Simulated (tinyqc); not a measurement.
# Lossy interposer transmission line with skin effect: two studies

A uniform line in a homogeneous dielectric: c = sqrt(er)/(c0 Z0), l = Z0 sqrt(er)/c0 (c0 = 299792458 m/s), g = w c td, w = 2 pi f. The resistance joins its limits as r = sqrt(r_dc^2 + r_hf^2), with r_dc = rho/(wd th), r_hf = kr rho/(2 delta (wd + th)), delta = sqrt(rho/(pi f mu0)), mu0 = 4 pi 1e-7 H/m; this is an interpolation, and internal inductance, up to 0.05 nH/mm at low frequency, is neglected.

Values chosen for this exercise:
- wd = 7 um (width of the strip)
- th = 1.8 um (thickness of the strip)
- rho = 2.2 uohm cm (resistivity)
- er = 2.7 (relative permittivity)
- td = 0.01 (loss tangent)
- Z0 = 40 ohm (lossless impedance sqrt(l/c))
- kr = 1.2 (factor for crowding and the return path)
- len = 21 mm (length)
- Rg = 25 ohm (source resistance)
- RL = 1e5 ohm (load resistance)
- CL = 100 fF (load capacitance)
- f = 10 GHz (frequency)

Each table varies one quantity; the others keep the values above.

## Line properties against frequency

gamma = sqrt((r + i w l)(g + i w c)) = alpha + i beta, Zc = sqrt((r + i w l)/(g + i w c)), roots with positive real part; loss 8.685889638 alpha in dB; phase velocity w/beta. ZL = 1/(1/RL + i w CL); reflection (ZL - Zc)/(ZL + Zc); Zin = Zc (ZL + Zc tanh(gamma len))/(Zc + ZL tanh(gamma len)); H = V_load/V_source = [Zin/(Zin + Rg)]/[cosh(gamma len) + (Zc/ZL) sinh(gamma len)].

Line properties against frequency:
```
f (GHz),r (ohm/mm),r/(w l),loss (dB/mm),|Zc| (ohm),phase velocity over c0,length in wavelengths,|H| (dB)
0.01,1.747,126.8,0.02385,450.5,0.07650,0.009157,-0.006022
0.03,1.749,42.33,0.04101,260.3,0.1314,0.01600,-0.007268
0.09,1.756,14.17,0.06954,150.7,0.2218,0.02843,-0.01035
0.3,1.780,4.308,0.1181,84.12,0.3711,0.05663,-0.01604
0.8,1.836,1.666,0.1658,55.76,0.5031,0.1114,-0.06408
2,1.964,0.7128,0.2052,44.33,0.5775,0.2426,-1.324
7,2.424,0.2514,0.2717,40.62,0.6043,0.8115,-4.048
20,3.335,0.1211,0.3914,40.14,0.6076,2.306,-7.632
60,5.222,0.06319,0.6565,40.04,0.6084,6.909,-17.29
```

What does the comparison show?

r equals w l at 1.38 GHz: below it |Zc| and the delay grow as in an RC line, above it |Zc| tends to Z0 = 40 ohm and the velocity to 1/sqrt(er) = 0.609 c0. The loss goes as f^(0.49) between the first two rows and f^(0.47) between the last two. |H| is -0.00602 dB in the first row and -17.3 dB in the last; between rows it can pass through resonances that the table doesn't show.

## Effect of the length

Same model as above.

The same in every row: r (ohm/mm) = 2.662; r/(w l) = 0.1932; loss (dB/mm) = 0.3027; |Zc| (ohm) = 40.37; phase velocity over c0 = 0.6061.

Effect of the length:
```
len (mm),length in wavelengths,|H| (dB)
2.1,0.1156,1.558
3.7,0.2036,1.948
6.4,0.3522,-1.093
11,0.6054,-1.596
20,1.101,-4.501
34,1.871,-9.017
60,3.302,-16.77
100,5.504,-28.89
```

Read the table: what changes, and by how much?

As len goes from 2.1 to 100, the loss stays at 0.303 dB/mm, |Zc| stays at 40.4 ohm and |H| goes from 1.56 to -28.9 dB, with its highest value among the rows, 1.95 dB, at len = 3.7.

Computed by the program tinyqc: `OMP_NUM_THREADS=1 python tinyqc.py 2810105 2810106 out.jsonl`, one thread of a shared Intel Xeon 2.30GHz, about 0.01 s for the whole run.
